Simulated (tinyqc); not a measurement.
Placement within one cell: pair of shallow donors (hydrogen-like orbitals).

Each donor has the orbital exp(-r/a); energy unit Ha* = q/(eps a), q = e^2/(4 pi eps0), so that a lone donor is bound by Ha*/2; x = R/a. One electron: S = (1 + x + x^2/3) exp(-x), j = 1/x - (1 + 1/x) exp(-2x), k = (1 + x) exp(-x); levels E(+/-) = -1/2 - (j +/- k)/(1 +/- S) in Ha*, without the repulsion of the ions, split by D = |E(-) - E(+)|. In six valleys the overlaps S and k are multiplied by v = [cos(K Rx) + cos(K Ry) + cos(K Rz)]/3, K = k0 (2 pi/a_lat), for isotropic envelopes and the symmetric valley state.

Two electrons, Heitler-London: with S' = (1 - x + x^2/3) exp(x), C = 1/x - exp(-2x)(1/x + 11/8 + 3x/4 + x^2/6), X = (1/5){exp(-2x)(25/8 - 23x/4 - 3x^2 - x^3/3) + (6/x)[S^2 (0.5772157 + ln x) + S'^2 Ei(-4x) - 2 S S' Ei(-2x)]}, Q = C - 2j + 1/x and A = X - 2 S k + S^2/x, the singlet and triplet lie at (Q +/- w A)/(1 +/- w S^2) from two lone donors, with the valley weight w = v^2; the exchange is J = triplet - singlet.

Constants: e^2/(4 pi eps0) = 14.39964547 eV angstrom.

Values chosen for the exercise (near those of two donors in Si; shifted at random, so the results belong to these values and not to a real crystal): a = 16.9 angstrom (orbital radius); eps = 11.6 (dielectric constant); a_lat = 5.431 angstrom (lattice constant); k0 = 0.844 2 pi/a_lat (valley position); sites = ((15, 0, 0), (15.25, 0.25, 0.25), (15.5, 0.5, 0), (15, 0.5, 0.5), (14.75, 0.25, -0.25), (15.75, 0.25, -0.25), (15, 1, 0), (15.25, 0.75, -0.25), (16, 0.5, 0.5)) a_lat (positions of the second donor).

D and J for each site, and for v = 1.

Cases:
```
site
"(15, 0, 0)"
"(15.25, 0.25, 0.25)"
"(15.5, 0.5, 0)"
"(15, 0.5, 0.5)"
"(14.75, 0.25, -0.25)"
"(15.75, 0.25, -0.25)"
"(15, 1, 0)"
"(15.25, 0.75, -0.25)"
"(16, 0.5, 0.5)"
```

Rank the cases by J (micro-eV), lowest first.

Answer: (15.75, 0.25, -0.25), (15.25, 0.75, -0.25), (14.75, 0.25, -0.25), (15.5, 0.5, 0), (15, 1, 0), (15.25, 0.25, 0.25), (15, 0, 0), (16, 0.5, 0.5), (15, 0.5, 0.5).

Results:
```
site,R (angstrom),v,D (meV),J (micro-eV),J for v = 1
"(15, 0, 0)",81.5,0.488,1.74,103,431
"(15.25, 0.25, 0.25)",82.8,0.391,1.31,58.3,380
"(15.5, 0.5, 0)",84.2,0.329,1.04,36.3,335
"(15, 0.5, 0.5)",81.6,-0.767,2.74,252,428
"(14.75, 0.25, -0.25)",80.1,-0.155,0.585,11.6,487
"(15.75, 0.25, -0.25)",85.6,0.073,0.215,1.57,296
"(15, 1, 0)",81.6,0.340,1.20,49.2,424
"(15.25, 0.75, -0.25)",82.9,0.087,0.290,2.86,377
"(16, 0.5, 0.5)",87.0,-0.921,2.57,220,260
```

Over these sites the envelope alone changes J by a factor 1.88, and the valley factor v^2 by 160; J runs from 1.57 at (15.75, 0.25, -0.25) to 252 micro-eV at (15, 0.5, 0.5). Moves of less than one lattice constant change the phases of the valleys along each axis that moves, so the placement must be exact to the site.

Program tinyqc; command `OMP_NUM_THREADS=1 python tinyqc.py 1252715 1252716 out.jsonl`; about 0.01 s on one thread of a shared Intel(R) Xeon(R) Processor @ 2.30GHz.
